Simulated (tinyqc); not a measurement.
Trap in a gate oxide as a short-range spherical well, step by step. Values are carried at full precision from step to step, so a last printed digit may differ when a step is redone from the rounded ones.

A spherical well of radius R and depth V0 below the conduction edge, one mass m, c = hbar^2/2m0. The s level at binding Et solves k cot(k R) = -kappa with k = sqrt(m (V0 - Et)/c), kappa = sqrt(m Et/c); it exists for V0 > Vc = c (pi/2R)^2/m. Outside, psi falls as exp(-kappa r)/r.

Constants: hbar^2/2m0 = 3.80998211 eV angstrom^2; fine-structure constant alpha = 0.007297352564; hc = 1239.841984 eV nm; kB = 8.617333262e-05 eV/K.

Values chosen for the exercise (near those of SiO2 on 4H SiC; the results hold for these values, not for the real material): R = 2.2 angstrom (radius of the well); V0 = 10.89 eV (depth of the well); m = 0.43 m0 (mass); n_r = 1.44 (refractive index); dEc = 2.61 eV (conduction offset to the channel); Fox = 3.6 MV/cm (oxide field, lowering levels away from the channel); t0 = 8.9 x 1e-11 s (time constant at the interface); T = 400 K (temperature); EF = -0.02 eV (Fermi level above the channel edge); x = 5 angstrom (depth of the trap).

## The bound level

Solve for Et; the share outside is [sin^2(kR)/(2 kappa)]/[sin^2(kR)/(2 kappa) + R/2 - sin(2kR)/(4k)].

Et = 2.7983 eV
k = 0.9556 1/angstrom
kappa = 0.5620 1/angstrom
share outside = 0.332
Vc = 4.517 eV

The well is 2.41 times the critical depth. Since dEt/dV0 equals the share inside, 0.67, a 1 % change of V0 moves Et by 2.6 %. The decay length is 1.8 angstrom, 0.8 times R.

## Peak of the photo-ionisation cross-section

Lucovsky model (delta well, plane-wave final states, no local-field factor): sigma = (32 pi alpha c/(3 n_r m Et)) (x - 1)^(3/2)/x^3, x = h nu/Et, c = hbar^2/2m0; 1 angstrom^2 = 1e-16 cm^2.

The maximum lies at x = 2. Give the photon energy, its wavelength and sigma there.

h nu = 5.597 eV
wavelength = 222 nm
sigma = 6.72 x 1e-18 cm^2

With 33 % of the state outside the well the delta-well form is only a rough model of this centre.

## Level, tunnelling time and occupation

Energies from the conduction edge of the channel. The trap level at depth x is E_T = dEc - Et - e Fox x (1 MV/cm = 0.01 eV/angstrom). An electron at the channel edge tunnels with the WKB exponent S = (4/3) sqrt(m/c) [dEc^(3/2) - (dEc - e Fox x)^(3/2)]/(e Fox), c = hbar^2/2m0; tau = t0 exp(S); the occupation is f = 1/(1 + exp((E_T - EF)/kB T)), tau_c = tau/f and tau_e = tau/(1 - f). Lattice relaxation is left out; a level below the channel edge needs phonons as well, so tau is then a lower bound, while a level above it can also empty elastically at its own energy, through a thinner barrier, faster than this tau.

Give E_T, S, tau and ln(tau_c/tau_e) = (E_T - EF)/kB T.

E_T = -0.368 eV
S = 5.333
tau = 1.84e-08 s
ln(tau_c/tau_e) = -10.1

The level lies 10 kB T below EF, so the trap is mostly filled. A flat barrier would give S = 2 sqrt(m dEc/c) x = 5.43.

## Checks

- Et from the radial equation on a grid against the matching condition, eV: both 2.80.

Program tinyqc; command `OMP_NUM_THREADS=1 python tinyqc.py 1252204 1252205 out.jsonl`; about 0.01 s on one thread of a shared Intel(R) Xeon(R) Processor @ 2.30GHz.
